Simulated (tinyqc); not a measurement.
Born-von Karman spring model of a cubic crystal with one atom per cell: one step, computed by the program tinyqc.

First neighbours lie at a (1,0,0) (6 of them), second at a (1,1,0) (12), with all permutations and signs; the volume per atom is Omega = a^3.

Question. Frequencies and polarisations. Diagonalise D. An eigenvalue lambda of D in eV/(angstrom^2 u) gives nu = 15.6333042 THz x sqrt(lambda). Eigenvectors are columns, with the largest component positive; the longitudinal weight is (e.q)^2/q^2.

Inputs (values chosen for the exercise, for a model crystal).

Lattice: sc.

wave vector q (2 pi/a): [0.6, 0.16, 0.18]

D(q) (eV/(angstrom^2 u)), rows x, y, z:
$$\begin{pmatrix}
0.03872065 & -0.00179861 & -0.00192749 \\
-0.00179861 & 0.01534455 & 0.00276875 \\
-0.00192749 & 0.00276875 & 0.01676492
\end{pmatrix}$$

Constants: nu for 1 eV/(angstrom^2 u) = 15.6333042 THz.

Give: eigenvalues; frequencies; polarisation vectors; longitudinal weights.

Answer.

eigenvalues (eV/(angstrom^2 u)): [0.013194, 0.018571, 0.039065]

frequencies (THz): [1.7957, 2.1304, 3.0899]

polarisation vectors, rows x, y, z, columns mode 1, mode 2, mode 3:
$$\begin{pmatrix}
0.00985 & 0.12914 & 0.99158 \\
0.79281 & 0.60331 & -0.08644 \\
-0.60939 & 0.78698 & -0.09644
\end{pmatrix}$$

longitudinal weights: [0.00127, 0.23839, 0.76034]

Mode 3 is the most longitudinal, with weight 0.76: at this q the modes are mixed.
